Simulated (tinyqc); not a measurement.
## Margin needed against array size

Cells fail independently with probability Q(k) = erfc(k/sqrt(2))/2 when the margin is k standard deviations, and Y = exp(-Nb Q(k)). phi = exp(-k^2/2)/sqrt(2 pi).  k solves Y = exp(-Nb Q(k)); the estimate is sqrt(2 ln(Nb/(-ln Y))).

Inputs (values chosen for the exercise): wanted yield Y = 0.999.

Results:

| Nb | allowed Q | k | estimate |
|---|---|---|---|
| 128 | 7.816e-6 | 4.320 | 4.850 |
| 2048 | 4.885e-7 | 4.896 | 5.391 |
| 524288 | 1.908e-9 | 5.892 | 6.337 |
| 8388608 | 1.193e-10 | 6.334 | 6.760 |
| 134217728 | 7.454e-12 | 6.749 | 7.159 |
| 2147483648 | 4.659e-13 | 7.140 | 7.536 |

Estimate the missing row, Nb = 32768.

Computed row:

| Nb | allowed Q | k | estimate |
|---|---|---|---|
| 32768 | 3.053e-8 | 5.416 | 5.883 |

With this row back in the table: A 1.68e7-fold larger array raises k only from 4.32 to 7.14; the last factor of 16 costs 0.39 standard deviations. The estimate, which drops the factor 1/(k sqrt(2 pi)) of the tail, is 12 % above k in the first row and 5.5 % above it in the last.

tinyqc, about 0.01 s, one thread, Intel Xeon 2.30GHz (shared host): `OMP_NUM_THREADS=1 python tinyqc.py 2090154 2090155 out.jsonl`
